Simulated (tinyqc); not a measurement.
sp3s* tight binding: one step. Levels at this k. The numbers come from values chosen for the exercise (near a published set for GaP, fitted to gaps, whose masses and valley positions are rough; spin-orbit coupling, where it is added without a refit, lifts the valence top and shrinks all gaps by about a third of the splitting).

H(k) (eV):
```
                      sa                   xa                   ya                   za                  s*a
sa             -8.128000                    0                    0                    0                    0
xa                     0             1.126000                    0                    0                    0
ya                     0                    0             1.126000                    0                    0
za                     0                    0                    0             1.126000                    0
s*a                    0                    0                    0                    0             8.509000
sc   -5.776632-0.468114i   0.914702+2.113751i   0.914702+2.113751i   0.914702+2.113751i                    0
xc   -0.618245-1.428680i   1.663497+0.134803i  -0.745774-1.723381i  -0.745774-1.723381i  -0.675423-1.560810i
yc   -0.618245-1.428680i  -0.745774-1.723381i   1.663497+0.134803i  -0.745774-1.723381i  -0.675423-1.560810i
zc   -0.618245-1.428680i  -0.745774-1.723381i  -0.745774-1.723381i   1.663497+0.134803i  -0.675423-1.560810i
s*c                    0   0.739549+1.708997i   0.739549+1.708997i   0.739549+1.708997i                    0

                      sc                   xc                   yc                   zc                 s*c
sa   -5.776632+0.468114i  -0.618245+1.428680i  -0.618245+1.428680i  -0.618245+1.428680i                   0
xa    0.914702-2.113751i   1.663497-0.134803i  -0.745774+1.723381i  -0.745774+1.723381i  0.739549-1.708997i
ya    0.914702-2.113751i  -0.745774+1.723381i   1.663497-0.134803i  -0.745774+1.723381i  0.739549-1.708997i
za    0.914702-2.113751i  -0.745774+1.723381i  -0.745774+1.723381i   1.663497-0.134803i  0.739549-1.708997i
s*a                    0  -0.675423+1.560810i  -0.675423+1.560810i  -0.675423+1.560810i                   0
sc             -2.200000                    0                    0                    0                   0
xc                     0             4.126000                    0                    0                   0
yc                     0                    0             4.126000                    0                   0
zc                     0                    0                    0             4.126000                   0
s*c                    0                    0                    0                    0            7.174000
```

Problem. Diagonalise H, which belongs to k = (0.26, 0.26, 0.26) (2 pi/a). Four bands are filled (two electrons each); give the make-up of band 5, the lowest empty one.

Give: levels; weights of band 5; weight of band 5 on atom a.

Solution.

levels (eV): -12.2553  -4.0872  -0.7663  -0.7663  2.9628  4.5595  6.0183  6.0183  8.8214  10.6059

weights of band 5: s 0.574, p 0.312, s* 0.114

weight of band 5 on atom a = 0.315

The vertical gap at this k is 3.7290 eV; band 5 is mostly s-like.

tinyqc: `OMP_NUM_THREADS=1 python tinyqc.py 1481774 1481775 out.jsonl`; about 0.2 s, one thread, shared Intel(R) Xeon(R) Processor @ 2.30GHz.
